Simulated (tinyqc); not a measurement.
Inside a calculation. Method: RKS/LDA (VWN5) in the sto-3g basis, for H3+, spin multiplicity 1. One step of it, computed by the program tinyqc.

Problem. Iteration 1: building the Kohn-Sham matrix. J_ij = sum D_kl (ij|kl); F = H + J + V_xc; E = tr D H + tr D J / 2 + E_xc + E_nn.

D at the start:
```
          1H 1s     2H 1s     3H 1s
1H 1s  1.032828  0.339668  0.339668
2H 1s  0.339668  0.111707  0.111707
3H 1s  0.339668  0.111707  0.111707
```

core Hamiltonian H = T + V (hartree):
```
           1H 1s      2H 1s      3H 1s
1H 1s  -1.536085  -0.925132  -0.925132
2H 1s  -0.925132  -1.278802  -0.267243
3H 1s  -0.925132  -0.267243  -1.278802
```

Two-electron integrals (ij|kl) in chemists' order, unique and non-zero (hartree):
```
(11|11) 0.774606   (21|11) 0.331566   (21|21) 0.178346   (22|11) 0.493616
(22|21) 0.331566   (22|22) 0.774606   (31|11) 0.331566   (31|21) 0.132319
(31|22) 0.190988   (31|31) 0.178346   (32|11) 0.083338   (32|21) 0.039470
(32|22) 0.066655   (32|31) 0.039470   (32|32) 0.010096   (33|11) 0.493616
(33|21) 0.190988   (33|22) 0.276311   (33|31) 0.331566   (33|32) 0.066655
(33|33) 0.774606
```

nuclear repulsion = 1.38818786 hartree

V_xc (hartree):
```
           1H 1s      2H 1s      3H 1s
1H 1s  -0.469901  -0.203878  -0.203878
2H 1s  -0.203878  -0.326866  -0.050043
3H 1s  -0.203878  -0.050043  -0.326866
```

E_xc = sum of w rho eps_xc = -0.64811155 hartree

Give: Coulomb J; Kohn-Sham matrix F; total energy of this density.

Solution.

Coulomb J (hartree):
```
        1H 1s   2H 1s   3H 1s
1H 1s  1.3794  0.6207  0.6207
2H 1s  0.6207  0.9971  0.1568
3H 1s  0.6207  0.1568  0.9971
```

Kohn-Sham matrix F (hartree):
```
         1H 1s    2H 1s    3H 1s
1H 1s  -0.6266  -0.5083  -0.5083
2H 1s  -0.5083  -0.6086  -0.1604
3H 1s  -0.5083  -0.1604  -0.6086
```

total energy of this density = -1.185882 hartree
